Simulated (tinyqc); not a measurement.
From results back to parameters: shallow acceptor in the spherical four-band model. Three cases, with inputs chosen for the exercise.

Problem. The binding energy of the ground state was computed from a hidden mu.

The ground state 1S3/2 has an L = 0 part f(r) and an L = 2 part g(r). In units of Ry* and a*, with Gaussians f_i = exp(-a_i r^2), g_i = r^2 exp(-a_i r^2), A = a_i + a_j and I(n) = Gamma((n + 1)/2)/(2 A^((n + 1)/2)): S_ff = I(2), S_gg = I(6), H_ff = (6 a_i a_j/A) I(2) - 2 I(1), H_gg = (14 a_i a_j/A) I(6) - 2 I(5), H_fg = -mu [15 I(2) - 20 a_j I(4) + 4 a_j^2 I(6)]; each function is then normalised. The split-off band is left out.

Converged values use 22 exponents 2.2^i, i = -7 to 14, for f and for g.

Case 1.

Ry* = 12.299 meV
binding energy = 25.177 meV

Case 2.

Ry* = 11.880 meV
binding energy = 24.598 meV

Case 3.

Ry* = 23.222 meV
binding energy = 29.125 meV

Find: binding in Ry*; mu; heavy/light mass ratio (1 + mu)/(1 - mu).

Solution. The binding in Ry* rises steadily with mu, so bisection finds one value.

Case 1.

binding in Ry* = 2.047
mu = 0.735
heavy/light mass ratio (1 + mu)/(1 - mu) = 6.5

Case 2.

binding in Ry* = 2.070
mu = 0.739
heavy/light mass ratio (1 + mu)/(1 - mu) = 6.7

Case 3.

binding in Ry* = 1.254
mu = 0.470
heavy/light mass ratio (1 + mu)/(1 - mu) = 2.8

Computed by tinyqc, one run a case: `OMP_NUM_THREADS=1 python tinyqc.py N N+1 out.jsonl` with N = 1252767, 1252798, 1280073; one thread of a shared Intel(R) Xeon(R) Processor @ 2.30GHz, about 0.07 s a run at most.
